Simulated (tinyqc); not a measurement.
What each parameter does: configuration-coordinate model of carrier capture at a defect.

Two parabolas of equal curvature k in one coordinate Q: with the carrier free at the band edge, U_f = k Q^2/2; with the carrier trapped, U_t = k (Q - dQ)^2/2 - ET. ER = k dQ^2/2, Huang-Rhys factor S = ER/hw, hw = 0.0646541 sqrt(k/M) eV for k in eV/angstrom^2 and M in u. The curves cross at a height Eb = (ER - ET)^2/(4 ER) above the free minimum.

Multiphonon factor for giving p = ET/hw phonons to the lattice: W = exp(-S (2 nb + 1)) ((nb + 1)/nb)^(p/2) I_p(x), nb = 1/(exp(hw/kT) - 1), x = 2 S sqrt(nb (nb + 1)), I_p the modified Bessel function. Classical limit: W = hw exp(-Eb/kT)/sqrt(4 pi ER kT). At T = 0: exp(-S) S^p/Gamma(p + 1).

Constants: kB = 8.617333262e-05 eV/K.

Values chosen for the exercise (of the size met at a deep level in GaN; not measured data): ET = 1.03 eV (thermal depth of the level below the band edge); ER = 0.43 eV (relaxation energy); hw = 0.044 eV (phonon energy of the mode); T = 200 K (temperature).

Eb, log10 W and the full width 2.35482 sqrt(ER hw coth(hw/2kT)).

Results for these values:
```
case  Eb (eV)  log10 W  full width (eV)
base   0.2093   -3.782           0.3502
```

What happens to each result for ER = 0.48 eV, all else kept?

Answer: Eb falls from 0.2093 to 0.1576; log10 W rises from -3.782 to -3.203; full width rises from 0.3502 to 0.3700.

The same for each parameter in turn:
```
case            Eb (eV)  log10 W  full width (eV)
base             0.2093   -3.782           0.3502
ET = 1.07 eV     0.2381   -4.116           0.3502
ER = 0.48 eV     0.1576   -3.203           0.3700
hw = 0.0528 eV   0.2093   -3.381           0.3718
T = 230 K        0.2093   -3.679           0.3612
```

Program tinyqc; command `OMP_NUM_THREADS=1 python tinyqc.py 1482069 1482070 out.jsonl`; about 0.01 s on one thread of a shared Intel(R) Xeon(R) Processor @ 2.30GHz.
